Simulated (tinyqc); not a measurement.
Strain-driven roughening and islands of a mismatched epitaxial film: one step, computed by the program tinyqc. Command: `OMP_NUM_THREADS=1 python tinyqc.py 3013809 3013810 out.jsonl island walk`. One thread of a shared host (Intel(R) Xeon(R) Processor @ 2.30GHz), about 0.01 s of CPU time with the checks.

Film and substrate share isotropic elastic constants; the film is coherent and biaxially strained.

Question. Wetting layer. The surface energy depends on thickness as gamma + (gamma_s - gamma) exp(-h/delta). Its curvature adds W2 = (gamma_s - gamma) exp(-h/delta)/delta^2 to the restoring terms; the flat film is stable while W2 > (1 + nu)^2 w^2/gamma, which gives h_c = delta ln[(gamma_s - gamma) gamma/(delta^2 (1 + nu)^2 w^2)], or 0 if negative.

Inputs (values chosen for the exercise, modelled on GaN on AlN): Poisson ratio nu = 0.21; surface energy gamma = 1.79 J/m^2; wetting energy gamma_s - gamma = 0.11 J/m^2; decay length of wetting delta = 0.19 nm.

energy density w = 194.5567 MJ/m^3

Give: wetting-layer thickness h_c.

Answer.

wetting-layer thickness h_c = 0.8720 nm

Layer-by-layer growth up to h_c, then roughening: the Stranski-Krastanov mode.
